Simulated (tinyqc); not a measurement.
# From saturation field B_sat back to antiferromagnetic coupling J1

Model: two coupled magnetic layers: synthetic antiferromagnet, spin flop, exchange bias and magnetoresistance. Computed by tinyqc, a small Python program. Command: `OMP_NUM_THREADS=1 python tinyqc.py 3000437 3000438 out.jsonl saf inv`. One thread of a shared host (Intel(R) Xeon(R) Processor @ 2.30GHz), about 0.3 s of CPU time with the checks.

Moments lie in the plane at the angles p1, p2 from the field. Energy per area: E = J1 cos(p1 - p2) + J2 cos^2(p1 - p2) - B M_s (t1 cos p1 + t2 cos p2) + K (t1 cos^2 p1 + t2 cos^2 p2).

Inputs (values chosen for the exercise, for a model stack): saturation magnetisation M_s = 1180 kA/m; thickness t1 = 2.9 nm; thickness t2 = 2.9 nm; biquadratic coupling J2 = 0 mJ/m^2; in-plane anisotropy K = 2.7 kJ/m^3; field over the saturation field = 0.8.

Field direction: along the hard axis.

Method. The parallel state is stable while the Hessian at p1 = p2 = 0 is positive: with c = J1 + 2 J2 and u = B M_s - 2K, (u t1 - c)(u t2 - c) > c^2, so B_sat M_s = c (1/t1 + 1/t2) + 2K. B_K = 2K/M_s.

Problem. A run gave the result below. Find the antiferromagnetic coupling J1, known to lie between 0.074 and 0.2 mJ/m^2.

saturation field B_sat = 68.57393 mT

Solution.

Each step takes the trial c = (a f_b - b f_a)/(f_b - f_a), f being the result less the target and a, b, c the logarithms of the listed values; c replaces end b, the old b replaces a if the sign of f changed, and otherwise f_a is halved.

Scan of the range:
```
antiferromagnetic coupling J1 (mJ/m^2)  saturation field B_sat (mT)
0.0740                                                       47.826
0.0873                                                       55.599
0.1030                                                       64.775
0.1220                                                       75.880
0.1440                                                       88.738
0.1690                                                      103.349
0.2000                                                      121.467
```

False position (Illinois rule, in the logarithm of the input) inside the bracket:
```
step     end a     end b     trial  saturation field B_sat (mT)
1     0.103000  0.122000  0.109141                      68.3644
2     0.122000  0.109141  0.109481                      68.5628
3     0.122000  0.109481  0.109517                      68.5839
4     0.109481  0.109517  0.109500                      68.5739
5     0.109517  0.109500  0.109500                      68.5739
```

Saturation field B_sat rises at every point of a 13-point scan of the range (every second point is shown), so one value fits; it is bracketed by 0.103 and 0.122. The scan shows a straight line, so linear interpolation between any two rows gives the answer at once. Answer: antiferromagnetic coupling J1 = 0.1095 mJ/m^2.
